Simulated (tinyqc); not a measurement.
Potential step from the flux.

Question. On one interval J = (q mu Vt/hx) [nb B(d) - na B(-d)], B(d) = d/(exp(d) - 1), d = (psi_b - psi_a)/Vt. Find psi_b - psi_a, and the step at which J would vanish.

Inputs (values chosen for the exercise): temperature T = 400 K; electron mobility mu = 1020 cm^2/(V s); density at the left node na = 2.9e14 cm^-3; density at the right node nb = 1.4e13 cm^-3; node spacing hx = 67 nm.

Constants: q = 1.602176634e-19 C, kB = 1.380649e-23 J/K, Vt = kB T/q. Results are converted to the units shown.

J = 23.772953 A/cm^2

Solution. B(d) falls and B(-d) rises with d, so J falls steadily with the step and one value matches. J = 0 needs nb/na = exp(d), the Boltzmann ratio.

psi_b - psi_a = -0.130 V
step for J = 0 = -0.104 V

Numbers from tinyqc (`OMP_NUM_THREADS=1 python tinyqc.py 2220014 2220015 out.jsonl`; about 0.01 s on one thread of a shared Intel Xeon 2.30GHz).
